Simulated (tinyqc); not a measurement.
Nuclear against electronic stopping over energy: ion implantation: universal nuclear stopping, Lindhard-Scharff electronic stopping and a Gaussian range profile. Computed by tinyqc, a small Python program. Command: `OMP_NUM_THREADS=1 python tinyqc.py 3023532 3023533 out.jsonl implant walk`. One thread of a shared host (Intel(R) Xeon(R) Processor @ 2.30GHz), about 0.1 s of CPU time with the checks.

An ion slows by elastic collisions with screened nuclei and by friction with electrons; channelling is ignored and the target is uniform.

Inputs (values chosen for the exercise, modelled on germanium ions in copper):

| quantity | value | unit |
|---|---|---|
| ion atomic number Z1 | 32 | - |
| ion mass M1 | 74 | u |
| target atomic number Z2 | 29 | - |
| target mass M2 | 63.55 | u |
| target density N | 84.9 | 1/nm^3 |
| scale factor of electronic stopping k | 1.2 | - |

Method:
- Reduced energy eps = 32.53 M2 E/(Z1 Z2 (M1 + M2)(Z1^0.23 + Z2^0.23)), E in keV; s_n = ln(1 + 1.1383 eps)/(2 (eps + 0.01321 eps^0.21226 + 0.19593 eps^0.5)) for eps up to 30 and ln(eps)/(2 eps) above; S_n = 8.462 Z1 Z2 M1 s_n/((M1 + M2)(Z1^0.23 + Z2^0.23)) in 1e-15 eV cm^2.
- S_e = k 3.83 Z1^(7/6) Z2/(Z1^(2/3) + Z2^(2/3))^(3/2) sqrt(E/M1) in 1e-15 eV cm^2, E in keV.
- Path length R = int_0^E dE'/(N (S_n + S_e)); energy lost to nuclei nu = int_0^E S_n/(S_n + S_e) dE' (both with E' = E y^3 and 64 Gauss-Legendre points in y).

Stopping (1e-15 eV cm^2) and range:

| E (keV) | eps | S_n | S_e | R (nm) | nu/E |
|---|---|---|---|---|---|
| 1 | 3.6903e-03 | 102.86 | 10.24 | 2.36 | 0.90792 |
| 2 | 7.3807e-03 | 139.47 | 14.49 | 3.23 | 0.90781 |
| 5 | 1.8452e-02 | 197.23 | 22.91 | 5.10 | 0.90357 |
| 10 | 3.6903e-02 | 244.22 | 32.40 | 7.46 | 0.89635 |
| 20 | 7.3807e-02 | 288.40 | 45.82 | 11.28 | 0.88440 |
| 50 | 1.8452e-01 | 330.20 | 72.44 | 20.73 | 0.85788 |
| 100 | 3.6903e-01 | 338.45 | 102.45 | 34.59 | 0.82529 |
| 200 | 7.3807e-01 | 319.48 | 144.88 | 60.48 | 0.77561 |
| 500 | 1.8452e+00 | 256.13 | 229.08 | 134.72 | 0.67091 |

Nuclear stopping peaks near 100 keV among these rows (eps = 0.37; the universal curve peaks near 0.3). Nuclear stopping leads throughout. The path length grows as E^0.46 at the low end and E^0.87 at the high end; constant stopping would give E^1, and stopping that rises with E, be it nuclear (below its peak) or electronic, gives a lower exponent.

Extremes, crossings and ranges named in words are read from the listed rows.
